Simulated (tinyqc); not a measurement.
Carbon nanotube by zone folding, step by step. Values are carried at full precision from step to step, so a last printed digit may differ when a step is redone from the rounded ones.

Circumference C = n a1 + m a2, a = sqrt3 acc; d = a sqrt(n^2 + nm + m^2)/pi; tan(theta) = sqrt3 m/(2n + m); dR = gcd(2n + m, 2m + n); T = t1 a1 + t2 a2 with t1 = (2m + n)/dR, t2 = -(2n + m)/dR, |T| = sqrt3 pi d/dR; N = 2 (n^2 + nm + m^2)/dR hexagons a cell. On cutting line mu = 0 to N - 1 at x = k|T|/(2 pi) the phases are p1 = 2 pi (-t2 mu + m x)/N, p2 = 2 pi (t1 mu - n x)/N, and E = -/+ t |1 + exp(i p1) + exp(i p2)|.

Constants: hbar^2/2m0 = 3.80998211 eV angstrom^2.

Parameters, chosen for this exercise (near those used for carbon; not measured data): n = 14 (chiral index); m = 3 (chiral index); acc = 1.44 angstrom (bond length); t = 2.67 eV (hopping); mu = 166 (cutting line); x = -0.26 (position on the line).

## Geometry

Form d, theta, dR, t1, t2, N and |T|, and (n - m) mod 3.

d = 12.477 angstrom
theta = 9.52 degrees

dR, t1, t2, N: 1  20  -31  494

|T| = 67.894 angstrom
(n - m) mod 3 = 2

The nearest line misses K by a third of the spacing 2/d: semiconducting in zone folding; chiral, 988 atoms a cell.

## One point of one line

Form the phases and the energy.

p1, p2 (rad): 65.44205  42.27337

E of the upper band = 1.2916 eV

## Band edges

The three lowest distinct minima of E along the lines, doubled (the transition between mirror bands), against the cone: 2 t acc j/d with j = 1, 2, 4 for semiconducting and 0, 3, 3 for metallic tubes.

Transitions (eV):

| order | zone folding | cone |
|---|---|---|
| 1 | 0.6260 | 0.6163 |
| 2 | 1.1859 | 1.2326 |
| 3 | 2.5794 | 2.4651 |

Trigonal warping puts the first transition +1.6 % and the second -3.8 % from the cone; the two lines lie on opposite sides of K, where the contours bend oppositely. Measured optical lines also hold self-energy and exciton terms.

## Mass at the first band edge

Cone estimate: E^2 = (Eg/2)^2 + (hbar v k)^2, hbar v = 3 t acc/2, Eg = 2 t acc/d, so m/m0 = c Eg/(hbar v)^2, c = hbar^2/2m0.

hbar v = 5.7672 eV angstrom
Eg = 0.6163 eV
mass = 0.0706 m0

tinyqc: `OMP_NUM_THREADS=1 python tinyqc.py 1450008 1450009 out.jsonl`; about 0.03 s, one thread, shared Intel(R) Xeon(R) Processor @ 2.30GHz.
